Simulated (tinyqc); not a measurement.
Changing the doping N of the lightly doped side: avalanche multiplication and breakdown of a junction from ionisation integrals. Computed by tinyqc, a small Python program. Command: `OMP_NUM_THREADS=1 python tinyqc.py 3002302 3002303 out.jsonl impact sweep`. One thread of a shared host (Intel(R) Xeon(R) Processor @ 2.30GHz), about 0.03 s of CPU time with the checks.

Ionisation coefficients follow the local field. Position x runs through the depletion layer from the p side (x = 0), where electrons enter, to the n side (x = w), where holes enter. The built-in voltage is neglected.

Inputs (values chosen for the exercise, modelled on germanium):

| quantity | value | unit |
|---|---|---|
| electron prefactor a_n | 1.53e+07 | 1/cm |
| electron field b_n | 1.59e+06 | V/cm |
| hole prefactor a_p | 9.2e+06 | 1/cm |
| hole field b_p | 1.31e+06 | V/cm |
| exponent c | 1 | - |
| permittivity eps | 16 | - |
| drift-layer mobility mu | 1700 | cm^2/(V s) |

Junction: one-sided abrupt n+p.

Constants: e = 1.602176634e-19 C; eps_0 = 8.8541878128e-12 F/m.

Method:
- alpha_n = a_n exp(-(b_n/F)^c), alpha_p = a_p exp(-(b_p/F)^c).
- Field F = F_m (1 - s), w = eps eps_0 F_m/(e N), V = F_m w/2, with s = 1 - x/w (the peak lies at the n+ side).
- With Phi(x) = int_0^x (alpha_n - alpha_p) dx': 1 - 1/M_n = I_n = int_0^w alpha_n exp(-Phi) dx and M_p = M_n exp(-Phi(w)); trapezoid rule on 401 even points; breakdown at I_n = 1.
- Solve I_n(F_m) = 1.
- R_on = w/(e mu N) with w the width at breakdown; figure of merit V_B^2/R_on; for a triangular field it equals eps eps_0 mu F_m^3/4.

One run for each value:

| doping N of the lightly doped side (1/cm^3) | breakdown voltage (V) | critical field F_m (MV/cm) | width at breakdown (micrometre) | specific on-resistance (milliohm cm^2) | ratio k = alpha_p/alpha_n |
|---|---|---|---|---|---|
| 1.00e+14 | 996.53 | 0.15013 | 132.75 | 4.8739e+02 | 3.8820 |
| 2.10e+14 | 543.27 | 0.16064 | 67.64 | 1.1825e+02 | 3.4362 |
| 4.30e+14 | 304.63 | 0.17213 | 35.40 | 3.0222e+01 | 3.0588 |
| 8.80e+14 | 172.30 | 0.18519 | 18.61 | 7.7634e+00 | 2.7273 |
| 1.80e+15 | 98.39 | 0.20014 | 9.83 | 2.0054e+00 | 2.4360 |
| 3.80e+15 | 55.41 | 0.21823 | 5.08 | 4.9062e-01 | 2.1693 |
| 7.70e+15 | 32.58 | 0.23820 | 2.74 | 1.3043e-01 | 1.9480 |
| 1.60e+16 | 19.05 | 0.26258 | 1.45 | 3.3298e-02 | 1.7467 |
| 3.30e+16 | 11.38 | 0.29139 | 0.78 | 8.6865e-03 | 1.5719 |

Over the rows, breakdown voltage (V) falls from 997 to 11.4 (exponent d ln y / d ln x -0.82 between the first rows and -0.71 between the last); critical field F_m (MV/cm) rises from 0.150 to 0.291 (exponent d ln y / d ln x 0.091 between the first rows and 0.14 between the last); width at breakdown (micrometre) falls from 133 to 0.781 (exponent d ln y / d ln x -0.91 between the first rows and -0.86 between the last). At the high end the exponent of breakdown voltage is -0.71, close to -0.75: the N^(-3/4) rule of abrupt junctions. The exponent of critical field F_m stays between 0.09 and 0.14, near 0.12: the N^(1/8) rule. Across the table R_on scales as V_B^2.44; a constant critical field would give 2, and the slow fall of F_m in wider layers adds the rest.

Extremes, crossings and ranges named in words are read from the listed rows.
